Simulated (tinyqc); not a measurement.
# Punch-through p+-n junction, ionisation integral and breakdown, step by step

Computed by the program tinyqc: `OMP_NUM_THREADS=1 python tinyqc.py 2120030 2120031 out.jsonl`, one thread of a shared Intel Xeon 2.30GHz, about 0.1 s for the whole run. Printed values are rounded.

A p+ layer at x < 0 and an n drift layer from x = 0 to L on an n+ substrate. Depletion approximation, built-in voltage neglected. Local ionisation coefficients alpha_n = an exp(-(bn/E)^mx), alpha_p = ap exp(-(bp/E)^mx). Electrons move towards +x, holes towards x = 0.

Parameters, values chosen for the exercise; material values close to those of gallium arsenide:
```
symbol,value,unit,meaning
eps_r,13.1,,relative permittivity
an,2.81e5,1/cm,prefactor of the electron ionisation coefficient
bn,6.88e5,V/cm,field constant for electrons
ap,2.08e5,1/cm,prefactor of the hole ionisation coefficient
bp,6.58e5,V/cm,field constant for holes
mx,1.6,,exponent
N,3.4e14,cm^-3,donor density of the drift layer
L,17,um,thickness of the drift layer
V,314,V,reverse voltage
fr,1,,share of the depleted width that the grid covers
```

Constants: q = 1.602176634e-19 C, eps0 = 8.8541878128e-14 F/cm where lengths are in cm. Results are converted to the units shown.

## Field and ionisation coefficients on a grid

W = sqrt(2 eps0 eps_r V/(q N)), peak field E0 = q N W/(eps0 eps_r), falling linearly to 0 at W; if W > L the layer is punched through: W = L, E0 = V/L + q N L/(2 eps0 eps_r), falling linearly to E1 = V/L - q N L/(2 eps0 eps_r). Grid: 10 equal steps from 0 to fr W.

W = 17 um

```
point	x (um)	E (kV/cm)	alpha_n (1/cm)	alpha_p (1/cm)
0	0.0000	224.626	699.854	782.758
1	1.7000	216.642	489.542	561.173
2	3.4000	208.658	330.336	389.067
3	5.1000	200.674	213.916	259.599
4	6.8000	192.690	132.114	165.737
5	8.5000	184.706	77.2382	100.543
6	10.2000	176.722	42.3610	57.4709
7	11.9000	168.738	21.5556	30.6367
8	13.6000	160.754	10.0394	15.0397
9	15.3000	152.770	4.20794	6.69267
10	17.0000	144.786	1.55384	2.64682
```

## Ionisation integrals by the trapezoid rule

G(x) = integral from 0 to x of (alpha_n - alpha_p); I_n = integral of alpha_n exp(-G) (electrons injected at x = 0), I_p = integral of alpha_p exp(G(end) - G) (holes injected at the far edge); M = 1/(1 - I). All integrals by the trapezoid rule on the grid.

```
point	G	alpha_n exp(-G) (1/cm)
0	0.0000000	699.854
1	-0.0131355	496.015
2	-0.0242162	338.433
3	-0.0330915	221.113
4	-0.0398326	137.483
5	-0.0446715	80.767
6	-0.0479368	44.441
7	-0.0499930	22.661
8	-0.0511899	10.567
9	-0.0518262	4.432
10	-0.0521303	1.637
```

I_n = 0.290132
I_p = 0.326165
M_n = 1.40871
M_p = 1.48404

A grid of 1500 steps over the whole width gives I_n = 0.2869 and I_p = 0.3231; the coarse I_n is 1.1 % above and the coarse I_p 0.96 % above those values. Holes multiply more: on this coarse grid M - 1 is 1.18 times as large for them.

## Breakdown voltage by secant steps

G(x) = integral from 0 to x of (alpha_n - alpha_p); I_n = integral of alpha_n exp(-G) (electrons injected at x = 0), I_p = integral of alpha_p exp(G(end) - G) (holes injected at the far edge); M = 1/(1 - I). Secant steps on ln I_n(V) = 0 with the integrals on a fine grid (1500 steps), from the points V = 304 and 318 V; stop when the step is below 1e-7 of V.

Course of the iteration:
```
step	V (V)	I_n	change of V (V)
1	318	0.324986	35.0
2	353.008	0.859619	5.44
3	358.452	0.982781	0.706
4	359.158	0.999680	0.0133
5	359.171	0.999999	2.90e-5
```

Breakdown at 359.17 V, with a peak field of 251.2 kV/cm and W = 17.00 um. The integral for holes reaches 1 at the same voltage.
